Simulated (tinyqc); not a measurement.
# Worked calculation: resonant-tunnelling diode, transfer matrices and Tsu-Esaki current

tinyqc, about 0.2 s, one thread, Intel Xeon 2.30GHz (shared host): `OMP_NUM_THREADS=1 python tinyqc.py 2600067 2600068 out.jsonl` Printed values are rounded.

Emitter (band edge 0), barrier d1, well Lw, barrier d2, collector (edge -V). The bias drops linearly over these layers and none in the contacts; each layer is cut into ns equal slices, flat at the value of their centres. E is the energy of motion across the layers, C = hbar^2/(2 m0), psi and psi'/m are continuous. Transport is coherent, T(E) is taken as independent of the transverse momentum, and charge in the well is ignored.

Values chosen for this exercise; masses and offsets of a made-up heterostructure:

| symbol | value | unit | meaning |
|---|---|---|---|
| T | 300 | K | temperature |
| mw | 0.029 | m0 | mass in the well, spacer and contacts |
| U1 | 1.7 | eV | barrier height |
| m1 | 0.13 | m0 | barrier mass |
| d1 | 0.8 | nm | emitter barrier |
| Lw | 4.1 | nm | well width |
| d2 | 0.8 | nm | collector barrier |
| ns | 4 |  | slices in each layer |
| Ef | 0.16 | eV | Fermi energy of both contacts above their band edges |
| V | 0.27 | V | bias of the collector |
| E | 0.11006 | eV | trial energy |

Constants: q = 1.602176634e-19 C, kB = 1.380649e-23 J/K, hbar = 1.054571817e-34 J s, m0 = 9.1093837015e-31 kg, Vt = kB T/q, hbar^2/(2 m0) = 0.0380998212 eV nm^2. Results are converted to the units shown.

## Slices under bias

U = edge of the layer - V x/Lt at the centre x of each slice, Lt the summed thickness.

```
slice	U (eV)	m (m0)	width (nm)
0	1.69526	0.13	0.2
1	1.68579	0.13	0.2
2	1.67632	0.13	0.2
3	1.66684	0.13	0.2
4	-0.06217	0.029	1.025
5	-0.11072	0.029	1.025
6	-0.15928	0.029	1.025
7	-0.20783	0.029	1.025
8	1.46316	0.13	0.2
9	1.45368	0.13	0.2
10	1.44421	0.13	0.2
11	1.43474	0.13	0.2
```

## Running product of the slice matrices at the trial energy

For the pair (psi, psi'/m) a flat layer has M = [[cos kd, (m/k) sin kd], [-(k/m) sin kd, cos kd]] with k = sqrt(m (E - U)/C) above its edge U, and M = [[cosh Kd, (m/K) sinh Kd], [(K/m) sinh Kd, cosh Kd]] with K = sqrt(m (U - E)/C) below it. Later slices stand to the left. With M acting on (psi, psi'/m) and v = k/m in each lead, T(E) = 4 vL vR/[(vL vR M12 - M21)^2 + (vR M11 + vL M22)^2]. vL = sqrt(mw E/C)/mw, vR = sqrt(mw (E + V)/C)/mw.

Product after each layer:
```
	M11	M12 (nm)	M21 (1/nm)	M22
barrier d1	3.27420	0.174538	55.3597	3.25649
well	3.44226	0.203577	-67.7978	-3.71909
barrier d2	-1.16998	-0.0219499	-41.6435	-1.63598
```

T(E) = 0.259038

## Transmission at three energies near the peak

three energies (eV): 0.090351  0.096551  0.102751

The same product at each energy.

T(E) at these energies: 0.619489  0.857272  0.542216

## Breit-Wigner parameters from a parabola through 1/T(E)

Near a resonance 1/T(E) = (1/Tp) [1 + (2 (E - Er)/G)^2]. With y = 1/T(E) at E0 - h, E0, E0 + h: a = (y1 + y3 - 2 y2)/(2 h^2), b = (y3 - y1)/(2 h), Er = E0 - b/(2 a), 1/Tp = y2 - b^2/(4 a), G = 2 sqrt(1/(Tp a)), tau = hbar/G.

Er = 0.0959174 eV
Tp = 0.861613
G = 17.8074 meV
tau = 36.9628 fs

The true maximum of T(E) lies at 0.095755 eV with height 0.8642 and full width 17.64 meV; the fitted G is 0.96 % above that width.

## Current from the resonance alone

J = J0 times the integral over E > 0 of T(E) N(E), N = ln[(1 + exp((Ef - E)/Vt))/(1 + exp((Ef - V - E)/Vt))], J0 = q^2 mw m0 kB T/(2 pi^2 hbar^3) (times 1e-4 for A/cm^2 per eV). For a sharp resonance J = J0 (pi G/2) Tp N(Er), with Er the peak energy, Tp the peak transmission and G the full width at half maximum (in eV). The three values given are estimates from a parabola through three points of 1/T(E).

J0 = 1.21326e7 A/(cm^2 eV)
N(Er) = 2.55899
J = 748.267 kA/cm^2

The full integral over T(E) gives 674.0 kA/cm^2; the value above is 11 % above it. With the exact position, height and width of the peak (Er = 0.095755 eV, Tp = 0.8642, G = 17.64 meV) the formula is 11 % above it.
